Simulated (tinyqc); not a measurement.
# Read current of a NAND string, cells in series solved by shooting: what changes with what

Cells in series, numbered from 0 at the source line (0 V) to the bit line, each followed by a gap resistance Rg. A cell with gate Vg, threshold VT, source Vs and drain Vd passes I = 2 nf K Vt^2 [F(Vs) - F(Vd)]/(1 + th max(Vg - VT, 0)), F(V) = ln^2(1 + exp((Vg - VT - nf V)/(2 nf Vt))). The selected cell has Vg = Vr, the others Vg = Vp.

Inputs (values chosen for the exercise); values of the order met in vertical NAND strings:
```
symbol  value    unit                                 meaning
T         300       K                             temperature
K         4.4  uA/V^2                   gain factor of a cell
nf        1.9                                    slope factor
th       0.09     1/V               mobility reduction factor
Rg         10    kohm     resistance of the gap between cells
Vbl       0.7       V                        bit-line voltage
Vp        7.1       V                            pass voltage
Ve       -1.5       V             threshold of an erased cell
Vh        4.3       V          threshold of the highest state
Vx        0.5       V          threshold of the selected cell
Is         10      nA                         sensing current
Vr        1.3       V  read voltage on the selected word line
```

Constants: q = 1.602176634e-19 C, kB = 1.380649e-23 J/K, Vt = kB T/q. Results are converted to the units shown.

Each table varies one quantity; the others keep the values above.

## Read current against the number of cells

For a trial current I start at 0 V and, cell by cell, solve for the drain: sqrt(F(Vd)) = sqrt(F(Vs) - I/k), k = 2 nf K Vt^2/(1 + th max(Vg - VT, 0)), Vd = [Vg - VT - 2 nf Vt ln(exp(sqrt F) - 1)]/nf, then add I Rg. The string current is the I for which the last node reaches Vbl. The apparent threshold is the Vr at which I = Is. Background: all other cells erased (VT = Ve) or all in the highest state (VT = Vh); ratio and shift are high over erased and high minus erased. The selected cell is in the middle, cell n/2.

Results:

| n | I, others erased (uA) | I, others high (uA) | ratio | apparent VT, erased (V) | apparent VT, high (V) | background shift (mV) |
|---|---|---|---|---|---|---|
| 8 | 0.4145 | 0.3042 | 0.7338 | 0.5493 | 0.5535 | 4.200 |
| 16 | 0.3061 | 0.2027 | 0.6621 | 0.5537 | 0.5621 | 8.421 |
| 32 | 0.2065 | 0.1226 | 0.5934 | 0.5624 | 0.5793 | 16.93 |
| 96 | 0.09421 | 0.04715 | 0.5004 | 0.5973 | 0.6492 | 51.89 |
| 128 | 0.07453 | 0.03602 | 0.4833 | 0.6148 | 0.6848 | 69.95 |
| 192 | 0.05264 | 0.02446 | 0.4647 | 0.6499 | 0.7572 | 107.3 |

Estimate the missing row, n = 64.

Computed row:

| n | I, others erased (uA) | I, others high (uA) | ratio | apparent VT, erased (V) | apparent VT, high (V) | background shift (mV) |
|---|---|---|---|---|---|---|
| 64 | 0.1286 | 0.06818 | 0.5303 | 0.5798 | 0.6141 | 34.22 |

With this row back in the table: With erased neighbours the current falls from 0.415 to 0.0526 uA, as n^(-0.44) between the first two rows and n^(-0.86) between the last two (-1 once the series resistance rules). The ratio falls from 0.734 to 0.465 and the background shift rises from 4.20 to 107 mV.

## Effect of the pass voltage

Same model as above.

The string has 32 cells and the selected one is cell 16.

Result of one run:

| Vp (V) | I, others erased (uA) | I, others high (uA) | ratio | apparent VT, erased (V) | apparent VT, high (V) | background shift (mV) |
|---|---|---|---|---|---|---|
| 7.9 | 0.2120 | 0.1435 | 0.6769 | 0.5617 | 0.5737 | 12.01 |

What becomes of these results when the pass voltage Vp is changed from 7.9 to 4.9 V, all else the same?

Result of the changed run:

| Vp (V) | I, others erased (uA) | I, others high (uA) | ratio | apparent VT, erased (V) | apparent VT, high (V) | background shift (mV) |
|---|---|---|---|---|---|---|
| 4.9 | 0.1869 | 0.01230 | 0.06579 | 0.5652 | 0.7145 | 149.3 |

The whole series:

| Vp (V) | I, others erased (uA) | I, others high (uA) | ratio | apparent VT, erased (V) | apparent VT, high (V) | background shift (mV) |
|---|---|---|---|---|---|---|
| 4.9 | 0.1869 | 0.01230 | 0.06579 | 0.5652 | 0.7145 | 149.3 |
| 5.4 | 0.1921 | 0.03802 | 0.1979 | 0.5644 | 0.6199 | 55.57 |
| 5.9 | 0.1968 | 0.07055 | 0.3585 | 0.5637 | 0.5986 | 34.90 |
| 6.4 | 0.2011 | 0.09656 | 0.4802 | 0.5631 | 0.5878 | 24.70 |
| 6.9 | 0.2050 | 0.1161 | 0.5661 | 0.5626 | 0.5813 | 18.69 |
| 7.4 | 0.2087 | 0.1312 | 0.6289 | 0.5621 | 0.5769 | 14.76 |
| 7.9 | 0.2120 | 0.1435 | 0.6769 | 0.5617 | 0.5737 | 12.01 |
| 8.4 | 0.2151 | 0.1539 | 0.7152 | 0.5613 | 0.5713 | 10.00 |

As Vp goes from 4.9 to 8.4 V, the current with erased neighbours rises from 0.187 to 0.215 uA, that with high neighbours rises from 0.0123 to 0.154 uA and the ratio rises from 0.0658 to 0.715. The background shift falls from 149 to 10.0 mV. A higher pass voltage also disturbs erased cells more, which this model leaves out.

Program tinyqc, `OMP_NUM_THREADS=1 python tinyqc.py 2142176 2142177 out.jsonl`; Intel Xeon 2.30GHz, shared host, one thread, about 0.6 s.
